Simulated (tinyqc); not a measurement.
Elastic strain and critical thickness of a cubic alloy layer A(1-x)B(x) on a thick substrate: one step, computed by the program tinyqc. Command: `OMP_NUM_THREADS=1 python tinyqc.py 3017830 3017831 out.jsonl misfit walk`. One thread of a shared host (Intel(R) Xeon(R) Processor @ 2.30GHz), about 0.01 s of CPU time with the checks.

Strain is positive in tension. The layer is coherent with the substrate unless said otherwise.

Task: Biaxial strain, stress and energy. (001): D = 2 C12/C11, M = C11 + C12 - 2 C12^2/C11. The free surface carries no normal stress, so e_perp = -D f; dV/V = 2 f + e_perp; stress = M f; energy per area = M f^2 h (1 GPa nm = 1 J/m^2).

Inputs (values chosen for the exercise, for a model alloy): layer thickness h = 9.2 nm.

Growth plane: (001).

elastic constants (GPa): C11 104.2968, C12 46.1580, C44 56.5708

misfit f = -0.02164430

Give: ratio D; normal strain e_perp; volume strain dV/V; biaxial modulus M; in-plane stress; strain energy per area.

Result:

ratio D = 0.8851

normal strain e_perp = 0.01916

volume strain dV/V = -0.02413

biaxial modulus M = 109.6 GPa

in-plane stress = -2.372 GPa

strain energy per area = 0.4724 J/m^2

Caution: above about 2 % misfit, linear elasticity is rough and compressed layers tend to form islands before dislocations.
